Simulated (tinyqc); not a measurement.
Bound state in one dimension: Numerov shooting, finite differences, DVR, step by step. Computed by tinyqc, a small Python program that keeps every step. Settings: points = 48. Command: `OMP_NUM_THREADS=1 python tinyqc.py 25958 25959 out.jsonl` (the two numbers bound the seeds that draw the settings). One thread of a shared host (Intel(R) Xeon(R) Processor @ 2.60GHz), about 0.01 s of CPU time with the checks.

## Numerov steps at E = -6.11

One particle of mass 1 in V = -6.23 exp(-x^2/1.52^2) (atomic units), psi = 0 at both ends:
```
parameter                value
left end                    -7
right end                    7
intervals                   48
h                     0.291667
state sought (nodes)         2
```

k_i = 2 m (E - V_i); (1 + h^2 k_(i+1)/12) y_(i+1) = 2 (1 - 5 h^2 k_i/12) y_i - (1 + h^2 k_(i-1)/12) y_(i-1), from y_0 = 0, y_1 = 0.001.

Points along the way:
```
i           x          V           k              y
0   -7.000000  -3.84e-09  -12.220000       0.000000
1   -6.708333  -2.16e-08  -12.220000       0.001000
2   -6.416667  -1.13e-07  -12.220000       0.003138
3   -6.125000  -5.53e-07  -12.219999       0.008848
4   -5.833333  -2.50e-06  -12.219995       0.024628
5   -5.541667  -0.000011  -12.219979       0.068438
16  -2.333333  -0.590304  -11.039392    4925.336192
17  -2.041667  -1.025505  -10.168990   12964.383166
18  -1.750000  -1.655078   -8.909844   32806.990242
19  -1.458333  -2.481519   -7.256963   78336.091013
20  -1.166667  -3.456487   -5.307026  172736.474370
21  -0.875000  -4.472709   -3.274582  344142.965600
```

## Bisection on the node count

With more sign changes than the state has nodes (the last point included) the energy is too high, else too low; the bracket starts as -6.11 to -0.05.

Trials:
```
trial            E  sign changes  y at the right end   next
1      -3.08000000             2            5.78e+07  raise
2      -1.56500000             3           -1.76e+03  lower
3      -2.32250000             2            5.78e+06  raise
4      -1.94375000             2            4.55e+05  raise
5      -1.75437500             2            7.68e+04  raise
6      -1.65968750             2            2.04e+04  raise
7      -1.61234375             2            6.44e+03  raise
8      -1.58867187             2            1.76e+03  raise
9      -1.57683594             3           -1.34e+02  lower
10     -1.58275391             2            7.77e+02  raise
11     -1.57979492             2            3.13e+02  raise
12     -1.57831543             2            8.78e+01  raise
13     -1.57757568             3           -2.34e+01  lower
14     -1.57794556             2            3.21e+01  raise
...            ...           ...                 ...    ...
28     -1.57773202             3           -8.80e-04  lower
29     -1.57773203             2            8.12e-04  raise
30     -1.57773202             3           -3.38e-05  lower
```

eigenvalue = -1.57773202 hartree

## The same grid by other methods

Three-point finite differences and the sine-DVR kinetic matrix of Colbert and Miller on the same points.

Lowest levels (hartree):
```
state  finite differences        DVR
0               -5.161899  -5.150499
1               -3.215191  -3.170352
2               -1.656414  -1.574776
3               -0.528102  -0.443424
4                0.042683   0.072813
```
